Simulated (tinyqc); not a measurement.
Two regimes over temperature: microkinetic model of low-temperature epitaxy from hydride gases: adsorption, hydrogen desorption and rate control. Computed by tinyqc, a small Python program. Command: `OMP_NUM_THREADS=1 python tinyqc.py 3015178 3015179 out.jsonl hepi walk`. One thread of a shared host (Intel(R) Xeon(R) Processor @ 2.30GHz), about 0.01 s of CPU time with the checks.

Each hydride molecule needs two free sites and leaves four hydrogen atoms, of which two leave at once as H2; theta is the hydrogen coverage, the site density is 6.78 per nm^2 and one layer is 1.358 angstrom thick.

Inputs (values chosen for the exercise, close to those used for silane and germane on Si(001)): silane pressure p_S = 2.2 Pa; sticking prefactor of silane s0 = 0.084; adsorption barrier E_s = 0.25 eV; desorption prefactor nu_d = 6.2e+12 1/s; desorption energy on silicon E_d = 2.03 eV; hydrogen carrier pressure p_H = 2300 Pa; sticking of hydrogen s_H = 2.1e-08; germane pressure p_G = 0.45 Pa; sticking ratio of germane to silane r_G = 5.8; lowering of E_d per unit germanium fraction, dE = 0.57 eV.

Film: silicon-germanium. Order of hydrogen desorption: first.

Constants: k_B = 8.617333262e-05 eV/K; u = 1.6605390666e-27 kg; k_B = 1.380649e-23 J/K.

Method:
- Flux per site F = p/(sqrt(2 pi M k_B T) x 6.78e18 per m^2), M = 32.12 u (silane), 76.63 u (germane), 2.016 u (hydrogen); s = s0 exp(-E_s/(k_B T)); k_S = s F_S, k_G = r_G s F_G; germanium fraction x = k_G/(k_S + k_G); k = k_S + k_G; k_H = s_H F_H; k_d = nu_d exp(-(E_d - dE x)/(k_B T)).
- With k the hydride and k_H the hydrogen adsorption rate on free pairs and k_d the desorption rate, steady state: 2 (k + k_H)(1 - theta)^2 = k_d theta; growth rate R = k (1 - theta)^2 layers/s; 1 layer/s = 8.148 nm/min.
- Temperatures in kelvin are T(C) + 273.15.
- Limits: desorption-limited R = k_d k/(2 (k + k_H)), adsorption-limited R = k.

Growth:
```
T (C)       theta  G (nm/min)  desorption limit (nm/min)  adsorption limit (nm/min)
400    8.9803e-01  9.8307e-01                 1.0947e+00                      94.54
450    7.6057e-01  7.0442e+00                 9.2617e+00                     122.88
500    5.4281e-01  3.2197e+01                 5.9314e+01                     154.04
550    3.0187e-01  9.1386e+01                 3.0274e+02                     187.50
600    1.3125e-01  1.6813e+02                 1.2810e+03                     222.77
650    5.0470e-02  2.3385e+02                 4.6334e+03                     259.37
700    1.9445e-02  2.8545e+02                 1.4680e+04                     296.88
750    7.9352e-03  3.2965e+02                 4.1543e+04                     334.95
800    3.4744e-03  3.7065e+02                 1.0668e+05                     373.24
850    1.6285e-03  4.1016e+02                 2.5186e+05                     411.50
```

What follows from these numbers?

The apparent activation energy of G is 1.65 eV between the first rows and 0.21 eV between the last; full hydrogen cover gives a value near the desorption energy (plus E_s where k_H far exceeds k), a bare surface one near E_s less k_B T/2 from the flux. The coverage passes one half between 500 and 550 C, the knee of the Arrhenius plot.

Extremes, crossings and ranges named in words are read from the listed rows.
